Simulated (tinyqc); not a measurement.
Worked calculation: cluster expansion of a binary alloy: correlations, fit, cross-validation and ground states. Computed by tinyqc, a small Python program that keeps every step. Command: `OMP_NUM_THREADS=1 python tinyqc.py 3011923 3011924 out.jsonl clex walk`. One thread of a shared host (Intel(R) Xeon(R) Processor @ 2.30GHz), about 0.08 s of CPU time with the checks. Intermediate numbers are printed to about 6 digits and carried at full precision; extremes and crossings named in words are read from the listed rows.

s = +1 for A and -1 for B. Energy per site E = J0 + J1 P(point) + sum over clusters of m V P, with P the mean product of spins; V > 0 on a pair favours unlike neighbours. Clusters per site m: pair 1 2, pair 2 2, pair 3 2, triplet 4; the triplet is two first-neighbour bonds at a right angle. Formation energies are counted from the line between pure A and pure B, which removes J0 and J1.

Inputs (values chosen for the exercise, for a model alloy):
```
quantity                    value      unit
first-pair interaction V1    6.05       meV
second-pair interaction V2   -1.8       meV
third-pair interaction V3    0.68       meV
triplet interaction Vt       0.79       meV
noise amplitude               1.3  meV/site
temperature T                 610         K
fraction x of B              0.26         -
```

Lattice: square.

Constants: k_B = 8.617333262e-05 eV/K.

## Design matrix

correlations P, counted on periodic cells:
```
                      point    pair 1    pair 2    pair 3   triplet
A                   1.00000   1.00000   1.00000   1.00000   1.00000
A3B p(2x2)          0.50000   0.00000   0.00000   1.00000  -0.50000
A3B c(4x2)          0.50000   0.00000   0.00000   0.50000  -0.50000
A2B diagonal rows   0.33333  -0.33333   0.33333  -0.33333  -0.33333
A2B rows            0.33333   0.33333  -0.33333   0.33333   0.33333
AB c(2x2)           0.00000  -1.00000   1.00000   1.00000   0.00000
AB p(2x1)           0.00000   0.00000  -1.00000   1.00000   0.00000
A2B2 rows           0.00000   0.50000   0.00000   0.00000   0.00000
AB2 diagonal rows  -0.33333  -0.33333   0.33333  -0.33333   0.33333
AB2 rows           -0.33333   0.33333  -0.33333   0.33333  -0.33333
AB3 p(2x2)         -0.50000   0.00000   0.00000   1.00000   0.50000
AB3 c(4x2)         -0.50000   0.00000   0.00000   0.50000   0.50000
B                  -1.00000   1.00000   1.00000   1.00000  -1.00000
```

Design matrix of formation energies: m (P - 1) for pairs and m (P(triplet) - P(point)) for the triplet; x = (1 - P(point))/2.

X:
```
                     pair 1    pair 2    pair 3   triplet
A                   0.00000   0.00000   0.00000   0.00000
A3B p(2x2)         -2.00000  -2.00000   0.00000  -4.00000
A3B c(4x2)         -2.00000  -2.00000  -1.00000  -4.00000
A2B diagonal rows  -2.66667  -1.33333  -2.66667  -2.66667
A2B rows           -1.33333  -2.66667  -1.33333   0.00000
AB c(2x2)          -4.00000   0.00000   0.00000   0.00000
AB p(2x1)          -2.00000  -4.00000   0.00000   0.00000
A2B2 rows          -1.00000  -2.00000  -2.00000   0.00000
AB2 diagonal rows  -2.66667  -1.33333  -2.66667   2.66667
AB2 rows           -1.33333  -2.66667  -1.33333   0.00000
AB3 p(2x2)         -2.00000  -2.00000   0.00000   4.00000
AB3 c(4x2)         -2.00000  -2.00000  -1.00000   4.00000
B                   0.00000   0.00000   0.00000   0.00000
```

## Formation energies

standard normal numbers for the noise (0 for the pure ends): A 0.000, A3B p(2x2) 0.927, A3B c(4x2) -0.140, A2B diagonal rows -0.139, A2B rows 0.070, AB c(2x2) -2.043, AB p(2x1) -1.721, A2B2 rows -0.235, AB2 diagonal rows 1.210, AB2 rows -0.664, AB3 p(2x2) 1.488, AB3 c(4x2) -0.379, B 0.000

Exact: X V with V = (V1, V2, V3, Vt). The data to fit add the noise amplitude times the normal numbers, standing for what the clusters leave out.

exact energies (meV/site): A 0.0000, A3B p(2x2) -11.6600, A3B c(4x2) -12.3400, A2B diagonal rows -17.6533, A2B rows -4.1733, AB c(2x2) -24.2000, AB p(2x1) -4.9000, A2B2 rows -3.8100, AB2 diagonal rows -13.4400, AB2 rows -4.1733, AB3 p(2x2) -5.3400, AB3 c(4x2) -6.0200, B 0.0000

data (meV/site): A 0.0000, A3B p(2x2) -10.4549, A3B c(4x2) -12.5220, A2B diagonal rows -17.8340, A2B rows -4.0823, AB c(2x2) -26.8559, AB p(2x1) -7.1373, A2B2 rows -4.1155, AB2 diagonal rows -11.8670, AB2 rows -5.0365, AB3 p(2x2) -3.4056, AB3 c(4x2) -6.5127, B 0.0000

## Normal equations for V1, V2, Vt

Leave out pair 3: A = X^T X and b = X^T E (E being the data with noise) over these three columns; solve A V = b. The root-mean-square error runs over the structures between the pure ends.

matrix A:
```
         V1       V2       Vt
V1  54.7778  40.2222   0.0000
V2  40.2222  53.7778   0.0000
Vt   0.0000   0.0000  78.2222
```

b (meV): 282.965  166.489  68.146

fitted V1, V2, Vt (meV): 6.41618  -1.70301  0.87119

root-mean-square error of the three-cluster fit = 1.30571 meV/site

The fit misses V1 by +0.37, V2 by +0.10 and Vt by +0.08 meV; the omitted V3 = 0.68 meV and the noise shift the fitted values.

## Which clusters to keep

For each set, H = X (X^T X)^-1 X^T over the structures between the ends; residual e = E - H E; leave-one-out error e_i/(1 - H_ii); both as root mean squares.

Fits:
```
clusters     fit error (meV/site)  leave-one-out error (meV/site)  largest H_ii
V1                        3.67342                         4.33357      0.292089
V1 V2                     2.66496                         3.12912      0.647925
V1 V3                     3.65715                         5.22423      0.516129
V1 V2 Vt                  1.30571                         2.00713      0.647925
V1 Vt                     2.84550                         3.74919      0.292089
V1 V2 V3                  2.64406                         3.88646      0.755266
V1 V3 Vt                  2.82446                         4.69614      0.516129
V1 V2 V3 Vt               1.26251                         2.70562      0.755266
```

leave-one-out error without pair 3 = 2.00713 meV/site

leave-one-out error with all four = 2.70562 meV/site

The fit error can only fall as clusters are added, to 1.26 meV with all four. The leave-one-out error is least for V1 V2 Vt (2.01 meV), and all four give 2.71: the extra terms fit noise more than signal.

## Ground states by the convex hull

Height above the hull = E less the lowest straight line between two structures that bracket x (or the lowest structure at the same x). The three-term fit is X V with the fitted values.

Hull among these structures (meV/site):
```
structure                x   exact E  above hull  fitted E  above hull, fit
A                  0.00000    0.0000      0.0000    0.0000           0.0000
A3B p(2x2)         0.25000  -11.6600      1.5800  -12.9111           0.0000
A3B c(4x2)         0.25000  -12.3400      0.9000  -12.9111           0.0000
A2B diagonal rows  0.33333  -17.6533      0.0000  -17.1623           0.0000
A2B rows           0.33333   -4.1733     13.4800   -4.0135          13.1488
AB c(2x2)          0.50000  -24.2000      0.0000  -25.6647           0.0000
AB p(2x1)          0.50000   -4.9000     19.3000   -6.0203          19.6444
A2B2 rows          0.50000   -3.8100     20.3900   -3.0102          22.6546
AB2 diagonal rows  0.66667  -13.4400      2.6933  -12.5160           4.5939
AB2 rows           0.66667   -4.1733     11.9600   -4.0135          13.0963
AB3 p(2x2)         0.75000   -5.3400      6.7600   -5.9416           6.8908
AB3 c(4x2)         0.75000   -6.0200      6.0800   -5.9416           6.8908
B                  1.00000    0.0000      0.0000    0.0000           0.0000
```

lowest exact formation energy = -24.2 meV/site

On the exact hull: A, A2B diagonal rows, AB c(2x2), B. The fit finds A, A3B p(2x2), A3B c(4x2), A2B diagonal rows, AB c(2x2), B instead; its root-mean-square error is 1.31 meV. A structure at zero height may lie on a tie line without being a vertex, and structures outside this list could lie lower.

## The random alloy and its short-range order

Random alloy: P(pair) = p^2, P(triplet) = p^3, p = 1 - 2x, so H_mix = (p^2 - 1) sum m V(pairs) + (p^3 - p) m Vt; G_mix = H_mix + k_B T [x ln x + (1 - x) ln(1 - x)]. To first order in 1/T the Warren-Cowley parameter of shell 1 is alpha_1 = -(1 - p^2) V_eff/(k_B T), V_eff = V1 + (number of triplets on a first-neighbour bond) p Vt, that number being 4.

mixing enthalpy H_mix = -8.75559 meV/site

mixing free energy G_mix = -38.8787 meV/site

alpha_1 = -0.110783

alpha_1 < 0: unlike neighbours are preferred.

Checks made by the program: leave-one-out formula against refits (relative difference below 1e-10).
